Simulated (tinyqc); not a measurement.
Two-band tight binding of a puckered layer: one step. Masses. Four cases, with inputs chosen for the exercise.

Question. Electrons: c/(ex + gx + chi^2/(2 h0)) along x, c/(ey + gy) along y; holes: the same with -ex and -ey; c = hbar^2/2m0. The coefficients stand in the order gx, gy, ex, ey.

With X = kx ax/2 and Y = ky ay/2: h = t2 + 2 cos(Y) (t1 exp(iX) + t3 exp(-iX)) + t5 exp(2iX), d = 4 t4 cos(X) cos(Y), H = [[d, h], [h*, d]], E = d -/+ |h|.

Constants: hbar^2/2m0 = 3.80998211 eV angstrom^2.

Case 1.

h0 = 0.693000 eV
chi = -5.060000 eV angstrom

gx, gy, ex, ey (eV angstrom^2): 8.188920  3.875028  1.068580  0.546617

Case 2.

h0 = 0.821000 eV
chi = -4.857270 eV angstrom

gx, gy, ex, ey (eV angstrom^2): 7.703813  3.889432  1.078025  0.587712

Case 3.

h0 = 0.685000 eV
chi = -4.637600 eV angstrom

gx, gy, ex, ey (eV angstrom^2): 7.477800  4.024383  1.064800  0.613558

Case 4.

h0 = 0.756000 eV
chi = -4.824150 eV angstrom

gx, gy, ex, ey (eV angstrom^2): 7.308816  3.879563  1.040738  0.598950

Give: masses; density-of-states mass sqrt(mx my); my/mx.

Answer.

Case 1.

masses (m0):
```
               x       y
electron  0.1374  0.8617
hole      0.1489  1.1447
```

density-of-states mass sqrt(mx my) (m0): electron 0.3441, hole 0.4128

my/mx: electron 6.27, hole 7.69

Along x the term chi^2/(2 h0) = 18.47 eV angstrom^2 couples the bands and makes both carriers light; along y it is absent.

Case 2.

masses (m0):
```
               x       y
electron  0.1646  0.8510
hole      0.1815  1.1539
```

density-of-states mass sqrt(mx my) (m0): electron 0.3742, hole 0.4576

my/mx: electron 5.17, hole 6.36

Along x the term chi^2/(2 h0) = 14.37 eV angstrom^2 couples the bands and makes both carriers light; along y it is absent.

Case 3.

masses (m0):
```
               x       y
electron  0.1572  0.8215
hole      0.1723  1.1170
```

density-of-states mass sqrt(mx my) (m0): electron 0.3593, hole 0.4387

my/mx: electron 5.23, hole 6.48

Along x the term chi^2/(2 h0) = 15.70 eV angstrom^2 couples the bands and makes both carriers light; along y it is absent.

Case 4.

masses (m0):
```
               x       y
electron  0.1605  0.8507
hole      0.1759  1.1614
```

density-of-states mass sqrt(mx my) (m0): electron 0.3695, hole 0.4520

my/mx: electron 5.30, hole 6.60

Along x the term chi^2/(2 h0) = 15.39 eV angstrom^2 couples the bands and makes both carriers light; along y it is absent.

Computed by tinyqc, one run a case: `OMP_NUM_THREADS=1 python tinyqc.py N N+1 out.jsonl` with N = 1480715, 1482062, 1482175, 1482253; one thread of a shared Intel(R) Xeon(R) Processor @ 2.30GHz, about 0.01 s a run at most.
